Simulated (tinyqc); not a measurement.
Double-gate transistor below threshold, two-dimensional Poisson equation on a small mesh: one step of the calculation.

Half of a symmetric double-gate structure: row 0 is the mid-plane of the body, where the normal field vanishes. Mobile charge is neglected (subthreshold), the body is fully depleted, and potentials are counted from the intrinsic level; rows run upward to the gate, columns from source to drain.

Problem. Over-relaxation sweep (omega = 1.5). Free nodes: rows 0..3, columns 1..5, taken row by row from row 0, left to right. t = (up psi(above) + dn psi(below) + lat [psi(left) + psi(right)] + s)/(up + dn + 2 lat), with the newest neighbours; psi(new) = psi + 1.5 (t - psi).

psi after iteration 1 (V):
```
             j=0        j=1        j=2        j=3        j=4        j=5        j=6
row 0  0.5800000  0.0328302  0.0018583  0.0001052  0.0000060  0.0894343  1.5800000
row 1  0.5800000  0.0555945  0.0044354  0.0003240  0.0000225  0.1514486  1.5800000
row 2  0.5800000  0.0713792  0.0071158  0.0006274  0.0000511  0.1944508  1.5800000
row 3  0.5800000  0.1055126  0.0207868  0.0104508  0.0093967  0.2726448  1.5800000
row 4  0.0200000  0.0200000  0.0200000  0.0200000  0.0200000  0.0200000  0.0200000
```

```
row         up     dn        lat  s (V)
0        41.65      0        1.7      0
1        41.65  41.65        3.4      0
2        41.65  41.65        3.4      0
3    19.157895  41.65  2.0969643      0
```

Find: psi after iteration 2.

Solution.

psi after iteration 2 (V):
```
         j=0    j=1    j=2    j=3    j=4    j=5    j=6
row 0  0.580  0.094  0.011  0.001  0.005  0.255  1.580
row 1  0.580  0.120  0.017  0.002  0.012  0.326  1.580
row 2  0.580  0.154  0.031  0.010  0.027  0.409  1.580
row 3  0.580  0.133  0.035  0.015  0.044  0.344  1.580
row 4  0.020  0.020  0.020  0.020  0.020  0.020  0.020
```

Computed by the program tinyqc: `OMP_NUM_THREADS=1 python tinyqc.py 2480140 2480141 out.jsonl`, one thread of a shared Intel Xeon 2.30GHz, about 0.2 s for the whole run.
